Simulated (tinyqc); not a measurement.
## Doping from the body effect

Question. The threshold of a long MOSFET, counted against the source, shifts by gamma (sqrt(2 phiF + Vsb) - sqrt(2 phiF)) with gamma = sqrt(2 eps0 eps_r q N)/Cox. Find 2 phiF, gamma and N from two shifts.

Values chosen for this exercise: relative permittivity eps_r = 9.83.

Constants: q = 1.602176634e-19 C, eps0 = 8.8541878128e-14 F/cm where lengths are in cm. Results are converted to the units shown.

|VT - VT(0)| at source-body biases 0.6 and 2.5 V (V): [0.016008954, 0.059434220]
Cox = 2.3020888 uF/cm^2

Solution. The ratio of the shifts depends on 2 phiF alone and rises steadily with it, so it fixes 2 phiF; either shift then gives gamma, and gamma gives N.

2 phiF = 3.033 V
gamma = 0.09733 V^0.5
N = 1.800e17 cm^-3

tinyqc, about 0.01 s, one thread, Intel Xeon 2.30GHz (shared host): `OMP_NUM_THREADS=1 python tinyqc.py 2060106 2060107 out.jsonl`
